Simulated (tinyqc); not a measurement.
## Slope factor and drain-induced lowering from three currents

Inverse problem. With source and body at 0 V, I = A exp((Vg + dd Vd)/(nf Vt)) (1 - exp(-Vd/Vt)). Find nf, the swing nf Vt ln 10 and dd.

Parameters, values chosen for the exercise: temperature T = 398 K.

Constants: q = 1.602176634e-19 C, kB = 1.380649e-23 J/K, Vt = kB T/q. Results are converted to the units shown.

currents at (Vg, Vd) = (0, 0.05), (0, 0.9) and (0.06, 0.9) V (nA/um): 0.19640599  1.8018430  7.1442649

Answer. The pair at equal Vd gives nf; the pair at equal Vg, after dividing out the factors 1 - exp(-Vd/Vt), gives dd.

nf = 1.27
swing = 100 mV/decade
dd = 0.100

Program tinyqc, `OMP_NUM_THREADS=1 python tinyqc.py 2242147 2242148 out.jsonl`; Intel Xeon 2.30GHz, shared host, one thread, about 0.04 s.
